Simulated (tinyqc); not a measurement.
Current gain against temperature: heavy doping: gap narrowing, degeneracy and the minority density.

F_j(eta) = (1/Gamma(j + 1)) integral_0^infinity x^j dx/(1 + exp(x - eta)), which tends to exp(eta) for eta << 0.

Empirical narrowing (Slotboom form, constants chosen for the exercise; published fits of this form give the apparent narrowing, here it is taken as the true one): dEg = E0 [ln(N/N0) + sqrt(ln(N/N0)^2 + C)].

Majority: N = Nc F_1/2(eta), eta the distance of EF beyond the majority band edge in kT. Degeneracy factor gam = F_1/2(eta)/exp(eta). ni0^2 = Nc Nv exp(-Eg/kT); product n p = ni0^2 gam exp(dEg/kT), dEg the true narrowing; apparent narrowing dEa = dEg + kT ln gam; minority density = n p/N.

Bipolar transistor with N as emitter doping: beta = K (N/NB) exp((dEa_B + dG - dEa_E)/kT), dEa_E = dEg(N) + kT ln gam, dEa_B = dEg(NB). For the sweep in T, Nc is scaled as (T/T0)^(3/2) from its value at T0 = T.

Constants: kB = 8.617333262e-05 eV/K.

Values chosen for the exercise (gap and densities of states near those of Si at this temperature; narrowing constants near the fits for Si; shifted at random, so the results belong to these values and not to a real crystal): Eg = 1.12 eV (gap); Nc = 2.79e+19 1/cm^3 (conduction-band density of states); Nv = 1.16e+19 1/cm^3 (valence-band density of states); T = 300 K; E0 = 6.8 meV (narrowing scale); N0 = 1.2e+17 1/cm^3 (onset density); C = 0.5 (smoothing constant); N = 5e+18 1/cm^3 (ionised donors, equal to the majority density); NB = 4e+17 1/cm^3 (base doping); K = 1.5 (ratio (D_B W_E)/(D_E W_B)); dG = 80 meV (extra narrowing of the base by alloying).

Gain:

| T (K) | beta | beta with dG = 0 | without narrowing |
|---|---|---|---|
| 150 | 818 | 1.68 | 18.8 |
| 200 | 313 | 3.02 | 18.8 |
| 250 | 176 | 4.30 | 18.8 |
| 300 | 121 | 5.47 | 18.8 |
| 350 | 92.1 | 6.49 | 18.8 |
| 400 | 75.3 | 7.39 | 18.8 |
| 450 | 64.4 | 8.18 | 18.8 |

dEa_B + dG - dEa_E at T0 = 48.1 meV

beta is 818 at 150 K and 64.4 at 450 K, since the net exponent is positive: the gap is narrower in the base. At 300 K narrowing and degeneracy change the gain by a factor 0.292 and alloying the base by 22.1.

(tinyqc, `OMP_NUM_THREADS=1 python tinyqc.py 1650103 1650104 out.jsonl`, Intel(R) Xeon(R) Processor @ 2.30GHz, 1 thread, shared host, about 0.01 s.)
